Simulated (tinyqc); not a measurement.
Which input was changed? Model: permeation of metal atoms or ions through a thin barrier or dielectric: time lag, field-aided drift and lifetime. Computed by tinyqc, a small Python program. Command: `OMP_NUM_THREADS=1 python tinyqc.py 3019994 3019995 out.jsonl barrier which`. One thread of a shared host (Intel(R) Xeon(R) Processor @ 2.30GHz), about 0.1 s of CPU time with the checks.

The film 0 < x < d is empty at first; C = C0 at x = 0 and C = 0 at x = d. dC/dt = D d2C/dx2 - v dC/dx with drift v = D z e V/(k_B T d) (uniform field, no space charge).

Inputs (values chosen for the exercise, for a model case: singly charged ions through a dielectric):
```
quantity                                   value    unit
thickness d                                   85      nm
prefactor D0                             3.3e-06  cm^2/s
activation energy E                        0.722      eV
concentration at the source side C0      5.6e+12  1/cm^3
charge number z                                1       -
voltage V (positive drives ions across)     0.28       V
critical dose Q_c                          6e+07  1/cm^2
test temperature T                           250       C
use temperature T_u                           70       C
```

Constants: k_B = 8.617333262e-05 eV/K.

Method:
- D = D0 exp(-E/(k_B T)); time scale d^2/D; Peclet number P = z V/(k_B T), k_B T in eV; 1 nm = 1e-7 cm.
- Temperatures in kelvin are T(C) + 273.15.
- Steady flux J = (D C0/d) P/(1 - exp(-P)); time lag in units of d^2/D: s_L = [P (1 + exp(-P))/(1 - exp(-P)) - 2]/P^2 (P = 0: J = D C0/d, s_L = 1/6).
- Dose through the film Q(s) = C0 d {f (s - s_L) - 2 exp(P/2) sum_(n=1..200) (-1)^n n^2 pi^2 exp(-l_n s)/l_n^2}, l_n = n^2 pi^2 + P^2/4, f = P/(1 - exp(-P)) the relative flux.
- Solve Q = Q_c for s. At the use temperature D and P take T_u, with the same C0 and V; 1 year = 3.15576e7 s.

Problem. One of these inputs alone was changed, within the range given: thickness d (42.5 to 170); prefactor D0 (1.65e-06 to 6.6e-06); activation energy E (0.5 to 1.444); concentration at the source side C0 (2.8e+12 to 1.12e+13). Which one, and to what value?

Results:
```
run     steady flux J (1/(cm^2 s))  failure time at T_u (years)  time lag (s)
before                     1499374                  0.006025389      21.69507
after                      1089724                  0.007424557      21.69507
```

Solution.

Each candidate set to reproduce steady flux J, and what it then gives:
```
candidate                                          range searched  value needed  failure time at T_u (years)  time lag (s)
thickness d (nm)                                      42.5 to 170         117.0                    0.0094630        41.072
prefactor D0 (cm^2/s)                         1.65e-06 to 6.6e-06      2.398e-6                    0.0082905        29.851
activation energy E (eV)                             0.5 to 1.444        0.7364                    0.0098012        29.851
concentration at the source side C0 (1/cm^3)  2.8e+12 to 1.12e+13      4.070e12                    0.0074246        21.695
```

Only concentration at the source side C0 fits every result: it went from 5.6e+12 to 4.07e12 1/cm^3. The next best candidate, activation energy E, misses one result by 38 %.

Caution: grain boundaries, pinholes, trapping and space charge are left out; thin real barriers usually fail at defects.
